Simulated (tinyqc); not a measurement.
What each parameter does: ellipsoidal valleys in the axes of a wafer and a channel.

Valleys with axes a along [111], [1-1-1], [-11-1] and [-1-11], one whole valley each; inverse mass tensor w = 1/mt + (1/ml - 1/mt) a a. Device axes: z = nz/|nz|, x = nx/|nx|, y = z cross x; in them a = (ax, ay, az). Confinement mass mz = 1/w_zz. In the plane w_ij is replaced by u_ij = w_ij - w_iz w_jz/w_zz (i, j = x, y); density-of-states mass md = 1/sqrt(det u); conductivity mass along x mc = 1/u_xx; ballistic transport mass mx = u_yy/det u, width mass my = 1/u_yy.

Hard walls: E_n = c (n pi/t)^2/mz, c = hbar^2/2m0, n = 1, 2, 3. Non-degenerate share of a valley proportional to md sum_n exp(-E_n/kT); mean 1/mc = sum of share/mc. 1 nm = 10 angstrom.

Constants: hbar^2/2m0 = 3.80998211 eV angstrom^2; kB = 8.617333262e-05 eV/K.

Values chosen for the exercise (near those of the L valleys of Ge; shifted at random, so the results belong to these values and not to a real crystal):
- ml = 1.62 m0 (longitudinal mass)
- mt = 0.082 m0 (transverse mass)
- nz = (1, 1, 0) (surface normal (confinement))
- nx = (1, -1, 0) (channel direction)
- t = 5.9 nm (thickness of the film)
- T = 300 K (temperature)

Lowest E1, its share and the mean conductivity mass.

One parameter was then changed.

Results before and after:
```
case     lowest E1 (meV)   share  mean mc (m0)
base               48.36  0.9386        0.0853
changed            47.95  0.9393        0.0853
```

Which of these changes was made? (a) mt = 0.09 m0; (b) T = 330 K; (c) t = 5.31 nm; (d) ml = 1.782 m0.
Answer: (d) ml = 1.782 m0. Of the candidates, run in turn, only this one gives the changed row.

All candidates:
```
case           lowest E1 (meV)   share  mean mc (m0)
base                     48.36  0.9386        0.0853
ml = 1.782 m0            47.95  0.9393        0.0853
mt = 0.09 m0             44.45  0.9193        0.0948
t = 5.31 nm              59.70  0.9702        0.0836
T = 330 K                48.36  0.9196        0.0864
```

Computed by tinyqc, a small Python program: `OMP_NUM_THREADS=1 python tinyqc.py 1880776 1880777 out.jsonl` (the numbers bound the seed that draws the inputs); one thread of a shared host (Intel(R) Xeon(R) Processor @ 2.30GHz), about 0.01 s for the whole set of steps.
